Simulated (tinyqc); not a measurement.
Growth of a silicide layer between metal and silicon: linear-parabolic kinetics, ramp anneals and Kissinger analysis: one step, computed by the program tinyqc. Command: `OMP_NUM_THREADS=1 python tinyqc.py 3031352 3031353 out.jsonl silicide walk`. One thread of a shared host (Intel(R) Xeon(R) Processor @ 2.30GHz), about 0.2 s of CPU time with the checks.

One compound layer of thickness x grows by diffusion through itself and reaction at an interface, dx/dt = 1/(2x/K + 1/v), until the metal is used up at x = a h.

Task: Geometry at full reaction. Silicon consumed b h, sheet resistance rho/(final thickness) with 1 micro-ohm cm/nm = 10 ohm; margin to the junction x_j - b h.

Inputs (values chosen for the exercise, modelled on TiSi2):
```
quantity                                value          unit
metal thickness h                          79            nm
silicon consumed per metal thickness b   2.27             -
silicide resistivity                       61  micro-ohm cm
junction depth x_j                         28            nm
```

final thickness = 198.29 nm

Give: silicon consumed; sheet resistance; margin to the junction.

Result:

silicon consumed = 179.33 nm

sheet resistance = 3.0763 ohm/square

margin to the junction = -151.33 nm

The silicide would punch through the junction.
